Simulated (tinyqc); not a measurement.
Lifetime from the low-frequency admittance.

Inverse problem. At low frequency a p+-n diode with a base of width wb has C_diff/G = (tau/2)(1 - 2 x/sinh 2x), x = wb/sqrt(Dp tau). Find tau, x and the limit of C_diff/G for infinite lifetime, wb^2/(3 Dp).

Inputs (values chosen for the exercise): hole diffusion coefficient Dp = 44 cm^2/s; width of the neutral base wb = 94 um.

G = 0.045750612 S/cm^2
C_diff = 0.020577218 uF/cm^2

Answer. The ratio rises steadily with tau from tau/2 (long base) towards wb^2/(3 Dp) (short base), so one lifetime matches as long as the ratio is below that limit.

tau = 2.00e-6 s
x = 1.00
limit of C_diff/G = 6.69e-7 s

Computed by the program tinyqc: `OMP_NUM_THREADS=1 python tinyqc.py 2890126 2890127 out.jsonl`, one thread of a shared Intel Xeon 2.30GHz, about 0.01 s for the whole run.
